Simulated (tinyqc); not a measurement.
Specific resistance of a metal-semiconductor contact and its transmission-line measurement: one step, computed by the program tinyqc.

The barrier is parabolic (depletion approximation), energies E are normal energies counted from the band edge in the neutral semiconductor (downwards for holes), and the bias is zero. xi is an input, held fixed when other inputs move.

Question. Tunnelling energy and barrier. E_00 = (e hbar/2) sqrt(N/(eps eps_0 m)); band bending E_b = phi_B + xi; depletion width w = sqrt(2 eps eps_0 E_b/(e^2 N)). Image lowering d_phi = (e^3 N E_b/(8 pi^2 (eps eps_0)^3))^(1/4) (E_b in volts), and E_b - d_phi replaces E_b everywhere except in w.

Inputs (values chosen for the exercise, modelled on n-type 4H-SiC):
```
quantity,value,unit
tunnelling mass m,0.32,m_0
permittivity eps,9.7,-
barrier height phi_B,1.2,eV
doping N,2.8e+20,1/cm^3
"Fermi level above the band edge in the bulk, xi",0.19,eV
temperature T,300,K
```

Image-force lowering: included.

Constants: hbar = 1.054571817e-34 J s; eps_0 = 8.8541878128e-12 F/m; m_0 = 9.1093837015e-31 kg; k_B = 8.617333262e-05 eV/K; e = 1.602176634e-19 C.

Give: E_00; E_00/k_B T; depletion width; barrier used, above the bulk band edge.

Answer.

E_00 = 176.34 meV

E_00/k_B T = 6.8211

depletion width = 2.3070 nm

barrier used, above the bulk band edge = 0.96705 eV

By the usual rule this is field emission (E_00 > 5 k_B T).
